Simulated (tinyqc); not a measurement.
Heavy doping: gap narrowing, degeneracy and the minority density: one step. Two estimates of the size. Four cases, with inputs chosen for the exercise.

Problem. Evaluate both at N.

F_j(eta) = (1/Gamma(j + 1)) integral_0^infinity x^j dx/(1 + exp(x - eta)), which tends to exp(eta) for eta << 0.

Two physical estimates, e2 = e^2/(4 pi eps0), N in 1/angstrom^3: exchange shift at the Fermi level, Ex = (e2/eps) kF/pi with kF = (3 pi^2 N/Mv)^(1/3); screened-pair energy (Lanyon-Tuft), Es = (3/4)(e2/eps) qs with qs^2 = (4 pi e2 N/(eps kT)) F_-1/2(eta)/F_1/2(eta).

Constants: e^2/(4 pi eps0) = 14.39964547 eV angstrom; kB = 8.617333262e-05 eV/K.

Case 1.

Values chosen (gap and densities of states near those of Si at this temperature; narrowing constants near the fits for Si; not measured data):
- N = 5.1e+18 1/cm^3 (ionised acceptors, equal to the majority density)
- eps = 11.5 (dielectric constant)
- Mv = 1 (majority valleys)
- T = 300 K

eta = -0.573596
dEg (empirical fit) = 50.6369 meV

Case 2.

Values chosen (gap and densities of states near those of Si at this temperature; narrowing constants near the fits for Si; not measured data):
- N = 1e+18 1/cm^3 (ionised donors, equal to the majority density)
- eps = 11.5 (dielectric constant)
- Mv = 6 (majority valleys)
- T = 300 K

eta = -3.315961
dEg (empirical fit) = 35.0992 meV

Case 3.

Values chosen (gap and densities of states near those of Si at this temperature; narrowing constants near the fits for Si; not measured data):
- N = 1.8e+19 1/cm^3 (ionised acceptors, equal to the majority density)
- eps = 12.2 (dielectric constant)
- Mv = 1 (majority valleys)
- T = 300 K

eta = 0.912627
dEg (empirical fit) = 69.2280 meV

Case 4.

Values chosen (gap and densities of states near those of Si at this temperature; narrowing constants near the fits for Si; not measured data):
- N = 1e+18 1/cm^3 (ionised donors, equal to the majority density)
- eps = 11.6 (dielectric constant)
- Mv = 6 (majority valleys)
- T = 300 K

eta = -3.362067
dEg (empirical fit) = 30.3150 meV

Give: kF; Ex; Es.

Solution.

Case 1.

kF = 0.05325 1/angstrom
Ex = 21.22 meV
Es = 48.45 meV

Against the fitted dEg = 50.6 meV, Ex is 0.42 and Es 0.96 times as large; each keeps one mechanism only, and Ex assumes a strongly degenerate gas, while here eta is only -0.57.

Case 2.

kF = 0.01703 1/angstrom
Ex = 6.79 meV
Es = 23.02 meV

Against the fitted dEg = 35.1 meV, Ex is 0.19 and Es 0.66 times as large; each keeps one mechanism only, and Ex assumes a strongly degenerate gas, while here eta is only -3.32.

Case 3.

kF = 0.08108 1/angstrom
Ex = 30.46 meV
Es = 73.32 meV

Against the fitted dEg = 69.2 meV, Ex is 0.44 and Es 1.06 times as large; each keeps one mechanism only, and Ex assumes a strongly degenerate gas, while here eta is only 0.91.

Case 4.

kF = 0.01703 1/angstrom
Ex = 6.73 meV
Es = 22.73 meV

Against the fitted dEg = 30.3 meV, Ex is 0.22 and Es 0.75 times as large; each keeps one mechanism only, and Ex assumes a strongly degenerate gas, while here eta is only -3.36.

Computed by tinyqc, one run a case: `OMP_NUM_THREADS=1 python tinyqc.py N N+1 out.jsonl` with N = 1651668, 1651692, 1651818, 1651936; one thread of a shared Intel(R) Xeon(R) Processor @ 2.30GHz, about 0.02 s a run at most.
